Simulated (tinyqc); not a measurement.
Speciation in dilute and buffered hydrofluoric acid, oxide etch rate and bath loading. From one set of inputs to another, one input at a time. Computed by tinyqc, a small Python program. Command: `OMP_NUM_THREADS=1 python tinyqc.py 3121529 3121530 out.jsonl hfetch ladder`. One thread of a shared host (Intel(R) Xeon(R) Processor @ 2.30GHz), about 0.01 s of CPU time with the checks.

Concentrations stand for activities, NH4+ and Cl- are spectators, and water ionisation is neglected. H, F and HF2 denote the ions H+, F- and HF2-. The base temperature is 298 K.

The inputs printed are set A. Inputs not listed in the table keep their values of set A, so the rows need not describe a real material.

Inputs (values chosen for the exercise, of the order of those for thermal oxide at room temperature):

| quantity | value | unit |
|---|---|---|
| HF added | 0.19 | mol/L |
| NH4F added | 0.085 | mol/L |
| HCl added | 0 | mol/L |
| K1 = [H][F]/[HF] | 0.000678 | mol/L |
| K2 = [HF2]/([HF][F]) | 3.72 | L/mol |
| K3 = [H2F2]/[HF]^2 | 0 | L/mol |
| rate constant of neutral HF k_a | 15 | nm L/(min mol) |
| rate constant of HF2 k_b | 47 | nm L/(min mol) |
| activation energy | 0.42 | eV |
| temperature error | 0.57 | K |
| oxide removed per wafer | 66 | nm |

Constants: k_B = 8.617333262e-05 eV/K.

Method:
- Fluoride balance: [HF] + [F] + 2 [HF2] + 2 [H2F2] = HF added + NH4F added. Acid balance: [H] + [HF] + [HF2] + 2 [H2F2] = HF added + HCl added. For a trial [H], [HF] = [H][F]/K1, and the fluoride balance is a quadratic in [F].
- The root is refined to 1e-13 in pH = -log10 [H].
- Rate = k_a ([HF] + 2 [H2F2]) + k_b [HF2], an empirical two-term form.
- Time = oxide/rate; a temperature error changes the rate by exp((E_a/k_B)(1/298 - 1/(298 + error))) - 1.

Each row keeps all changes above it:

| input moved | from | to | pH | [HF2] (mol/L) | share of HF2 in the rate (%) |
|---|---|---|---|---|---|
| set A | - | - | 2.716 | 0.03194 | 39.06 |
| rate constant of HF2 k_b (nm L/(min mol)) | 47 | 61 | 2.716 | 0.03194 | 45.41 |
| HF added (mol/L) | 0.19 | 1.2 | 1.504 | 0.09308 | 26.03 |
| K1 = [H][F]/[HF] (mol/L) | 0.000678 | 0.000708 | 1.490 | 0.09386 | 26.22 |
| K2 = [HF2]/([HF][F]) (L/mol) | 3.72 | 3.56 | 1.501 | 0.09244 | 25.89 |
| NH4F added (mol/L) | 0.085 | 0 | 1.212 | 0.04879 | 15.40 |
| rate constant of neutral HF k_a (nm L/(min mol)) | 15 | 12 | 1.212 | 0.04879 | 18.54 |

pH goes from 2.72 to 1.21, a factor 0.446 in all. The largest single move comes from HF added (a factor 0.554). [HF2] goes from 0.0319 to 0.0488, a factor 1.53 in all. The largest single move comes from HF added (a factor 2.91), and NH4F added works against it (a factor 0.528). Share of HF2 in the rate goes from 39.1 to 18.5, a factor 0.475 in all. The largest single move comes from HF added (a factor 0.573), and rate constant of neutral HF k_a works against it (a factor 1.20). The single moves hold for this order of the switches; the total does not depend on the order.

Extremes, crossings and ranges named in words are read from the listed rows.
